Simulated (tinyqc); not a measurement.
Electroplating on a thin resistive seed layer: kinetics, Wagner number and the terminal effect across a wafer. Inputs raised by 2 %, one at a time. Computed by tinyqc, a small Python program. Command: `OMP_NUM_THREADS=1 python tinyqc.py 3120446 3120447 out.jsonl terminal sens`. One thread of a shared host (Intel(R) Xeon(R) Processor @ 2.30GHz), about 0.08 s of CPU time with the checks.

Current enters the seed at the rim. The bath is treated as a local resistance per area (no lateral flow in the liquid), two electrons per ion, molar volume 7.11 cm^3/mol, Faraday constant F = e N_A, kinematic viscosity 0.01 cm^2/s, omega = 2 pi x rpm/60; k_B T/e is in volts.

Inputs (values chosen for the exercise, of the order of those for copper plating from an acid sulfate bath):

| quantity | value | unit |
|---|---|---|
| wafer radius R | 7.5 | cm |
| seed thickness t | 34 | nm |
| seed resistivity | 12 | microohm cm |
| bath conductivity kappa | 0.55 | S/cm |
| gap to the anode h | 5 | cm |
| extra resistance of a porous plate | 24 | ohm cm^2 |
| exchange current density i_0 | 0.26 | mA/cm^2 |
| cathodic transfer coefficient alpha | 0.47 | - |
| mean current density | 37 | mA/cm^2 |
| diffusivity of the metal ion | 4.4e-06 | cm^2/s |
| metal ion concentration | 0.63 | mol/L |
| rotation rate | 30 | rpm |
| temperature T | 298 | K |

Constants: e = 1.602176634e-19 C; N_A = 6.02214076e+23 1/mol; k_B = 8.617333262e-05 eV/K.

Method:
- Growth rate = i V_m/(2 F). Levich limit i_L = 0.62 x 2 F D^(2/3) omega^(1/2) nu^(-1/6) c. Tafel overpotential eta = (k_B T/(alpha e)) ln(i/i_0); kinetic resistance k_B T/(alpha e i); bath resistance h/kappa + plate; R_s = resistivity/t; Wagner number = kinetic resistance x kappa/R.
- Linearised: with R_t = kinetic + bath resistance the current density obeys (1/r)(r i')' = i R_s/R_t, so i = A I_0(r/l), l = sqrt(R_t/R_s); with x = R/l, edge/centre = I_0(x) and edge/mean = x I_0(x)/(2 I_1(x)).
- Voltage drop in the seed for a uniform current: i R_s R^2/4.
- Full model: seed potential phi(r) with (1/r)(r phi')' = R_s i, where i solves phi = R_b i + (k_B T/(alpha e)) ln(i/i_0) (phi being the driving voltage left at r); phi'(0) = 0 and phi'(R) = R_s i_mean R/2. Solved by collocation to a tolerance of 1e-7.

Runs:

| input moved | from | to | edge over centre, full model | length l (cm) | drop for uniform current (mV) | Wagner number |
|---|---|---|---|---|---|---|
| base run | - | - | 3.0247 | 3.1296 | 1836.4 | 0.10829 |
| wafer radius R (cm) | 7.5 | 7.65 | 3.1347 | 3.1296 | 1910.6 | 0.10617 |
| seed thickness t (nm) | 34 | 34.68 | 2.9722 | 3.1607 | 1800.4 | 0.10829 |
| seed resistivity (microohm cm) | 12 | 12.24 | 3.0788 | 3.0987 | 1873.1 | 0.10829 |
| bath conductivity kappa (S/cm) | 0.55 | 0.561 | 3.0386 | 3.1215 | 1836.4 | 0.11046 |
| gap to the anode h (cm) | 5 | 5.1 | 3.0107 | 3.1378 | 1836.4 | 0.10829 |
| mean current density (mA/cm^2) | 37 | 37.74 | 3.0273 | 3.1283 | 1873.1 | 0.10617 |
| exchange current density i_0 (mA/cm^2) | 0.26 | 0.2652 | 3.0247 | 3.1296 | 1836.4 | 0.10829 |

Exponents ln(y'/y) / ln(x'/x):

| input | edge over centre, full model | length l | drop for uniform current | Wagner number |
|---|---|---|---|---|
| wafer radius R | 1.803 | 0.000 | 2 | -1 |
| seed thickness t | -0.884 | 0.500 | -1 | 0 |
| seed resistivity | 0.896 | -0.500 | 1 | 0 |
| bath conductivity kappa | 0.231 | -0.131 | 0 | 1 |
| gap to the anode h | -0.234 | 0.132 | 0 | 0 |
| mean current density | 0.043 | -0.021 | 1 | -1 |
| exchange current density i_0 | 0.000 | 0.000 | 0 | 0 |

To which inputs is each result most sensitive?

Among the inputs moved here: edge over centre, full model answers most in size to wafer radius R (exponent +1.803), next to seed resistivity (+0.896); its exponent is below 0.0005 for exchange current density i_0. Its exponent 0.000 in exchange current density i_0: in the Tafel range i_0 only shifts the voltage. Length l answers most in size to seed thickness t (exponent +0.500), and about equally to seed resistivity (-0.500); its exponent is below 0.0005 for wafer radius R, exchange current density i_0. Its exponent +0.500 in seed thickness t: l = sqrt(R_t/R_s). Drop for uniform current answers most in size to wafer radius R (exponent +2.000), next to seed thickness t (-1.000); its exponent is below 0.0005 for bath conductivity kappa, gap to the anode h, exchange current density i_0. Wagner number answers most in size to wafer radius R (exponent -1.000), and about equally to bath conductivity kappa (+1.000), mean current density (-1.000); its exponent is below 0.0005 for seed thickness t, seed resistivity, gap to the anode h, exchange current density i_0.

Caution (all rows): the mean current exceeds 0.3 i_L, so depletion of metal ions, left out of the distribution, matters. Caution (all rows): at the rim the current nears the limiting value, which would flatten the real profile.
